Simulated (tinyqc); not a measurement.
From results back to parameters: conductance of a narrow metal strip with scatterers (square lattice, Green functions). Three cases, with inputs chosen for the exercise.

Problem. Boundaries with reflection R, a distance dg apart, add incoherently to the scattering in a one-dimensional channel: rho/rho0 = 1 + (lam/dg) R/(1 - R). The ratio comes from a hidden R.

Case 1.

Values chosen (out of a larger set: hopping and spacing of the size met in Cu or Al; the lattice is a model; not measured data): lam = 18 nm (bulk mean free path); dg = 56 nm (distance between boundaries).

rho/rho0 = 1.42608

Case 2.

Values chosen (out of a larger set: hopping and spacing of the size met in Cu or Al; the lattice is a model; not measured data): lam = 16 nm (bulk mean free path); dg = 48 nm (distance between boundaries).

rho/rho0 = 1.39130

Case 3.

Values chosen (out of a larger set: hopping and spacing of the size met in Cu or Al; the lattice is a model; not measured data): lam = 37 nm (bulk mean free path); dg = 31 nm (distance between boundaries).

rho/rho0 = 1.67137

Find: R; effective mean free path lam rho0/rho.

Solution. y = (rho/rho0 - 1) dg/lam = R/(1 - R), so R = y/(1 + y).

Case 1.

R = 0.570
effective mean free path lam rho0/rho = 12.62 nm

Case 2.

R = 0.540
effective mean free path lam rho0/rho = 11.50 nm

Case 3.

R = 0.360
effective mean free path lam rho0/rho = 22.14 nm

Computed by tinyqc, one run a case: `OMP_NUM_THREADS=1 python tinyqc.py N N+1 out.jsonl` with N = 1451432, 1451479, 1451518; one thread of a shared Intel(R) Xeon(R) Processor @ 2.30GHz, about 0.01 s a run at most.
